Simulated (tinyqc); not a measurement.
Hueckel theory of the pi electrons with the omega technique, for the molecule BC=CC=O (SMILES; centres numbered as the heavy atoms are written), step by step. Computed by tinyqc, a small Python program that keeps every step. Settings: charge = 0, omega = 1.4, damping = 0.3. Command: `OMP_NUM_THREADS=1 python tinyqc.py 26747 26748 out.jsonl` (the two numbers bound the seeds that draw the settings). One thread of a shared host (Intel(R) Xeon(R) Processor @ 2.60GHz), about 0.01 s of CPU time with the checks.

Centres:
```
centre  z_r, pi electrons of the neutral centre          h
1B                                            0  -1.010000
2C                                            1   0.000000
3C                                            1   0.000000
4C                                            1   0.000000
5O                                            1   0.860000
```

Bonds:
```
i  j         k
1  2  0.790000
2  3         1
3  4         1
4  5         1
```

Each round sets h_r = h_r(0) + omega (z_r - P_rr), keeping the share named as damping of the old diagonal; repeat until output and input diagonals agree to 1e-6.

Rounds:
```
round   sum n x  largest |h(out) - h(in)|
1      5.800624                  5.47e-01
2      5.743121                  3.03e-01
3      5.829673                  1.96e-01
4      5.781457                  1.35e-01
5      5.814330                  9.88e-02
6      5.788916                  7.32e-02
7      5.806820                  5.53e-02
8      5.792690                  4.18e-02
9      5.803026                  3.18e-02
10     5.794952                  2.42e-02
11     5.800971                  1.84e-02
12     5.796313                  1.40e-02
13     5.799820                  1.07e-02
14     5.797123                  8.15e-03
15     5.799164                  6.22e-03
16     5.797600                  4.74e-03
17     5.798787                  3.61e-03
18     5.797879                  2.75e-03
19     5.798569                  2.10e-03
20     5.798042                  1.60e-03
21     5.798444                  1.22e-03
22     5.798138                  9.29e-04
23     5.798371                  7.08e-04
24     5.798193                  5.40e-04
25     5.798328                  4.11e-04
26     5.798225                  3.13e-04
27     5.798304                  2.39e-04
28     5.798244                  1.82e-04
29     5.798289                  1.39e-04
30     5.798255                  1.06e-04
31     5.798281                  8.06e-05
32     5.798261                  6.15e-05
33     5.798276                  4.68e-05
34     5.798265                  3.57e-05
35     5.798274                  2.72e-05
36     5.798267                  2.07e-05
37     5.798272                  1.58e-05
38     5.798268                  1.21e-05
39     5.798271                  9.18e-06
40     5.798269                  7.00e-06
```

Can the last value be used, and what does the course show?

Not by the stop rule, although the second column moves by less than 1e-05 over the last three steps. Not converged within 40 rounds: the residual falls steadily but slowly, by a factor of about 0.76 a step. Reruns: damping 0.5: converged in 15; damping 0.8: not converged.
